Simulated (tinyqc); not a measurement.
Comparisons within one model: special k points of the bcc lattice. A value that a table varies takes the place of the one given here.

Lattice vectors in units of a: a1 = (-1/2, 1/2, 1/2), a2 = (1/2, -1/2, 1/2), a3 = (1/2, 1/2, -1/2); reciprocal vectors b_i with a_i . b_j = 2 pi delta_ij. Mesh: k = sum_i f_i b_i with f_i = (2 j_i + shift)/(2 N), j_i = 0 .. N-1. The point group of the lattice has 48 operations; only those that map the mesh onto itself are used.

A_m(k) = sum over the m-th star of lattice vectors R of cos(k . R), stars in order of length: m = 1: |R|^2 = 0.75, 8 vectors, such as (1, 1, 1) in the basis a_i; m = 2: |R|^2 = 1, 6 vectors, such as (1, 1, 0) in the basis a_i; m = 3: |R|^2 = 2, 12 vectors, such as (2, 1, 1) in the basis a_i; m = 4: |R|^2 = 2.75, 24 vectors, such as (2, 2, 1) in the basis a_i; m = 5: |R|^2 = 3, 8 vectors, such as (2, 2, 2) in the basis a_i; m = 6: |R|^2 = 4, 6 vectors, such as (2, 2, 0) in the basis a_i. The zone mean of every A_m is zero.

Test function, the lower band of a two-band insulator: E(k) = -sqrt(D^2 + (e0 - t A_1(k))^2).

Parameters, chosen for this exercise:
```
symbol  value  unit  meaning
D       2.58   eV    half gap term
t       0.71   eV    coupling
e0      1.43   eV    offset
N       6            points along each reciprocal vector
shift   1            half steps
```

## Mesh size and shift

Errors of the mean of E against the unshifted mesh with N = 24. The fifth column is |R|^2 of the shortest star with a non-zero mean.

Meshes:
```
mesh       points  irreducible  operations  |R|^2 missed  error (meV)
1 Gamma         1            1          48          0.75    -1538.934
1 shifted       1            1          48          0.75    -4130.753
2 Gamma         8            3          48          3.00     -346.401
2 shifted       8            2          48          3.00      483.080
3 Gamma        27            4          48          6.75        0.223
3 shifted      27            4          48          6.75       -2.871
4 Gamma        64            8          48         12.00       -1.132
4 shifted      64            6          48         12.00       -1.675
5 Gamma       125           10          48         18.75        0.316
5 shifted     125           10          48         18.75        0.912
6 Gamma       216           16          48           >24       -0.136
6 shifted     216           14          48           >24       -0.255
```

reference mean = -3.43288 eV

What can be read from the table?

The shifted mesh has the smaller error for 0 of 6 values of N and the larger for 6. The cheapest mesh within 1 meV is 3 Gamma, with 4 irreducible points, but a larger mesh of the same type misses again, so this is a chance hit. A mesh misses the lattice vectors N (n1 a1 + n2 a2 + ...); the half shift gives each the sign (-1)^(n1 + n2 + ...), so the 8 shortest ones add up to -8 in place of 8: their term only changes sign. The shift keeps the full symmetry; it leaves fewer irreducible points for N = 2, 4 and 6.

## Gap and mesh density

D takes the values listed; errors against the unshifted mesh with N = 30, for unshifted meshes.

Errors (meV):
```
D (eV)  reference (eV)     N = 2    N = 4    N = 6   N = 8
0.2            -2.0288  -475.083  -74.673  -11.884   6.080
0.4            -2.0779  -459.544  -60.684   -9.955   2.517
0.8            -2.2359  -427.996  -34.919   -5.238   0.360
1.5            -2.6383  -387.714  -10.767   -1.320  -0.055
2.5            -3.3694  -349.118   -1.391   -0.161  -0.013
4.0            -4.6335  -301.717    0.370   -0.007  -0.001
```

What can be read from the table?

The first listed N from which the error stays below 0.5 meV is none for D = 0.2, none for D = 0.4, 8 for D = 0.8, 8 for D = 1.5, 6 for D = 2.5, 4 for D = 4 eV. A larger D makes the function smoother, so its Fourier coefficients fall faster with |R|; single entries change sign along a column, so a small error on one coarse mesh can be a cancellation.

## One point for the whole zone

The mean-value (Baldereschi) point is taken at k = (2 pi/a) (0.1667, 0.1667, 0.5), that is f = (0.25, 0.25, -0.0833); the reference is the mesh with N = 24.

Single points:
```
point                    A_1     A_2     A_3     A_4   E (eV)
Gamma                  8.000   6.000  12.000  24.000  -4.9718
mean-value point       0.000   0.000  -3.000   0.000  -2.9498
zone-face centre b1/2  0.000  -2.000  -4.000   0.000  -2.9498
```

reference mean = -3.4329 eV

How do the results move?

The mean-value point makes A_1, A_2 and A_4 vanish. Its error is +483 meV, against -1539 meV at Gamma and +483 meV at b1/2. E is not linear in A_1; its powers hold sums of nearest vectors and a non-zero mean, so this point is not exact. A_1 has the same value at b1/2, and E depends on A_1 alone, so this test cannot tell the two points apart.

## What moves the zone average

Mean of E over the mesh, and its error against the unshifted mesh with N = 24. Each row changes one parameter from the base and keeps the others.

Results:
```
case          mean (eV)  error (meV)  irreducible points
base            -3.4331        -0.25                  14
N = 7           -3.4328         0.06                  20
shift = 0       -3.4330        -0.14                  16
D = 1.806 eV    -2.8484        -1.09                  14
t = 0.923 eV    -3.7129        -0.80                  14
```

How do the results move?

The largest shifts from the base row, up to three for each result and ties (the steps differ in size, so this ranks the rows, not the parameters). mean (eV): D +0.5847, t -0.2797, N +0.0003. error (meV): D -0.83, t -0.55, N +0.32. irreducible points: N +6, shift +2; unchanged at the printed digits by D and t.

Computed by tinyqc, a small Python program: `OMP_NUM_THREADS=1 python tinyqc.py 1682649 1682650 out.jsonl` (the numbers bound the seed that draws the inputs); one thread of a shared host (Intel(R) Xeon(R) Processor @ 2.30GHz), about 0.1 s for the whole set of steps.
